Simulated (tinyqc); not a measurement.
Stress in a transistor channel from embedded alloy regions, liners and fins, by half-space elasticity: one step, computed by the program tinyqc. Command: `OMP_NUM_THREADS=1 python tinyqc.py 3001333 3001334 out.jsonl stressor walk`. One thread of a shared host (Intel(R) Xeon(R) Processor @ 2.30GHz), about 0.01 s of CPU time with the checks.

Plane strain in an isotropic half-space, the same constants everywhere; x along the channel from its centre, y downwards from the free surface; stress is positive in tension.

Problem. Closed form at the surface. At x = y = 0 the integral is s_xx = -(4/pi) [E e/(1 - nu)] [arctan(2 d/L) - arctan(d/(L/2 + S))].

Inputs (values chosen for the exercise, modelled on silicon):

| quantity | value | unit |
|---|---|---|
| Young's modulus E | 165 | GPa |
| Poisson ratio nu | 0.22 | - |
| channel length L | 112 | nm |
| length of each stressor S | 100 | nm |
| recess depth d | 35 | nm |

Stressor: Si(1-x)Ge(x) source and drain.

misfit e = 0.020448

Give: s_xx at the surface.

Solution.

s_xx at the surface = -1861 MPa

For fixed L and S it is largest at d = sqrt((L/2)(L/2 + S)) = 93.5 nm; d is short of that. Caution: at such misfit the regions may relax by dislocations, and linear elasticity is rough.
